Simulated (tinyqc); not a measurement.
# Sheet resistance and Hall data of a diffused or implanted layer, step by step

A worked calculation. Computed by tinyqc, a small Python program that keeps every step. Command: `OMP_NUM_THREADS=1 python tinyqc.py 3010673 3010674 out.jsonl layer walk`. One thread of a shared host (Intel(R) Xeon(R) Processor @ 2.30GHz), about 0.01 s of CPU time with the checks. Intermediate numbers are printed to about 5 digits and carried at full precision; extremes and crossings named in words are read from the listed rows.

Carriers are taken equal to the net active doping down to the junction (full ionisation, which deep dopants in wide-gap hosts do not reach; no spill-over, no depletion), and the Hall factor is 1.

Inputs (values chosen for the exercise, modelled on donors in GaAs):
```
quantity                                 value        unit
mu_min                                     513  cm^2/(V s)
mu_max                                    9470  cm^2/(V s)
N_ref                                  5.9e+16      1/cm^3
exponent alpha                            0.39           -
peak concentration N_0                 1.4e+19      1/cm^3
length scale l                            1300          nm
background doping N_B (opposite type)  4.6e+15      1/cm^3
probe current I                              2          mA
magnetic field B                           0.3           T
solubility limit N_s                   6.9e+18      1/cm^3
```

Profile: complementary error function. Activation: limited by solubility.

Constants: e = 1.602176634e-19 C.

## Dose and junction depth

N(x) = N_0 erfc(x/l), dose N_0 l/sqrt(pi), junction x_j = l erfc^-1(N_B/N_0).

dose = 1.0268e+15 1/cm^2

junction depth x_j = 3301.6 nm

## Profile

Mobility mu = mu_min + (mu_max - mu_min)/(1 + (N_t/N_ref)^alpha), N_t = active doping + N_B; carriers n = active doping - N_B, active doping min(N, N_s). sigma = e n mu.

Depth, doping, carriers, mobility and conductivity at 2, 10, 20, 35, 50, 65, 80, 90 and 98 % of the layer:
```
x (nm)  N (1/cm^3)  n (1/cm^3)  mu (cm^2/(V s))  sigma (S/cm)
66.0    1.3198e+19  6.8954e+18           1722.3    1.9028e+03
330.2   1.0073e+19  6.8954e+18           1722.3    1.9028e+03
660.3   6.6157e+18  6.6111e+18           1739.6    1.8426e+03
1155.6  2.9221e+18  2.9175e+18           2117.0    9.8957e+02
1650.8  1.0153e+18  1.0107e+18           2730.7    4.4219e+02
2146.0  2.7391e+17  2.6931e+17           3676.1    1.5862e+02
2641.3  5.6863e+16  5.2263e+16           4955.8    4.1497e+01
2971.4  1.7180e+16  1.2580e+16           5851.0    1.1793e+01
3235.6  6.0455e+15  1.4455e+15           6433.7    1.4900e+00
```

The mobility varies by a factor 3.7 across these points and the conductivity by 1280.

## Sheet values

Integrals from x_0 (0 unless stated) to x_j by the midpoint rule on 400 even intervals: 1/R_s = e int n mu dx; sheet density n_s = int n dx; Hall sheet density (int n mu dx)^2/int n mu^2 dx; Hall mobility int n mu^2 dx/int n mu dx. Mean conductivity 1/(R_s x_j); mean mobility 1/(e n_s R_s).

sheet resistance R_s = 4.0304 ohm

sheet density n_s = 8.1004e+14 1/cm^2

mean mobility = 1911.8 cm^2/(V s)

Hall sheet density = 7.7674e+14 1/cm^2

Hall mobility = 1993.7 cm^2/(V s)

mean conductivity 1/(R_s x_j) = 751.50 S/cm

Carriers amount to 78.9 % of the dose, the rest being above the solubility limit or compensated. A Hall measurement weights the mobile tail and reports 95.9 % of n_s.

## What the probes read

Collinear four-point probe on a large thin layer: V = I R_s ln(2)/pi. Van der Pauw on a symmetric sample: R = R_s ln(2)/pi as well. Hall voltage V_H = I B/(e x Hall sheet density); tangent of the Hall angle V_H/(I R_s).

four-point voltage = 1.7785 mV

Hall voltage = 0.48213 mV

tangent of the Hall angle = 0.059812

## Shortcuts against the integral

Shortcuts: R_s = 1/(e Q mu) with the dose Q and the mobility at the (active) peak concentration; 1/(e n_s mu) with mu at N_t = n_s/x_j + N_B; 1/(e Q mu_max).

Sheet resistances:
```
method                                   R_s (ohm)  deviation (%)
integral                                    4.0304          0.000
dose, mobility at the peak                  3.5292        -12.435
n_s, mobility at the mean concentration     3.4887        -13.440
dose, mu_max                                0.6419        -84.074
```

The closest shortcut is «dose, mobility at the peak» (-12.4 %). Counting inactive dopants as carriers underestimates R_s.

## Stripping the layer step by step

After removing a depth d the integrals start at d. Differences between neighbouring rows give the local conductivity -d(1/R_s)/dx at the middle of the slice (the last slice uses one more step, not listed).

Differential sheet resistance:
```
removed d (nm)  R_s (ohm)  slice conductivity (S/cm)  sigma at mid-slice (S/cm)
0                    4.03                     1902.7                     1902.8
330                  5.40                     1900.1                     1902.8
660                  8.16                     1532.4                     1527.4
990                 13.88                      996.2                      990.4
1320                25.53                      597.5                      592.0
1650                51.39                      327.8                      323.4
1980               115.71                      162.1                      159.0
2310               303.57                       70.2                       68.3
```

R_s doubles after removing between 330 and 660 nm of a layer 3300 nm deep, so half the current flows above that depth. Where sigma exceeds a tenth of its largest listed value, the slice values agree with it within 2 %.

Checks made by the program: conductance integral against adaptive quadrature (relative difference 2e-06).
